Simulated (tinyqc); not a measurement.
Worked calculation: plane-wave Kohn-Sham cycle with exchange-only LDA in a layered model solid. One step of it, computed by the program tinyqc.

Problem. Iteration 2: potential. V_H(G) = 4 pi rho(G)/G^2 for G != 0 (uniform background); v_x = -(3 rho/pi)^(1/3); V = V_ext + V_H + v_x; Fourier components f(G_m) = (1/N) sum_j f(x_j) exp(-i G_m x_j).

A solid whose potential varies along x alone (atomic units):
```
parameter                      value
period a                   14.900000
cross-section of the cell  28.000000
electrons per cell                 2
grid points                       16
plane waves -n..n, n               3
k points                           2
V1 in V1 cos(2 pi x/a)     -0.160000
V2 in V2 cos(4 pi x/a)     -0.030000
```

density after iteration 1 (e/bohr^3): [0.00602094, 0.00576361, 0.00520866, 0.00472747, 0.00446735, 0.00436494, 0.00433055, 0.00431944, 0.00431685, 0.00431944, 0.00433055, 0.00436494, 0.00446735, 0.00472747, 0.00520866, 0.00576361]

Give: Potentials on the grid; V(G_m), m = 0, 1, 2, ....

Solution.

Potentials on the grid (hartree):
```
x        V_ext     V_H     v_x       V
0.000   -0.190   0.059  -0.179  -0.310
0.931   -0.169   0.053  -0.177  -0.293
1.863   -0.113   0.036  -0.171  -0.248
2.794   -0.040   0.015  -0.165  -0.191
3.725    0.030  -0.006  -0.162  -0.138
4.656    0.082  -0.023  -0.161  -0.102
5.588    0.113  -0.036  -0.161  -0.084
6.519    0.127  -0.044  -0.160  -0.078
7.450    0.130  -0.047  -0.160  -0.077
8.381    0.127  -0.044  -0.160  -0.078
9.312    0.113  -0.036  -0.161  -0.084
10.244   0.082  -0.023  -0.161  -0.102
11.175   0.030  -0.006  -0.162  -0.138
12.106  -0.040   0.015  -0.165  -0.191
13.037  -0.113   0.036  -0.171  -0.248
13.969  -0.169   0.053  -0.177  -0.293
```

V(G_m), m = 0, 1, 2, ... (hartree): [-0.166, -0.058, -0.014, 0.000, 0.000, 0.000, 0.000]
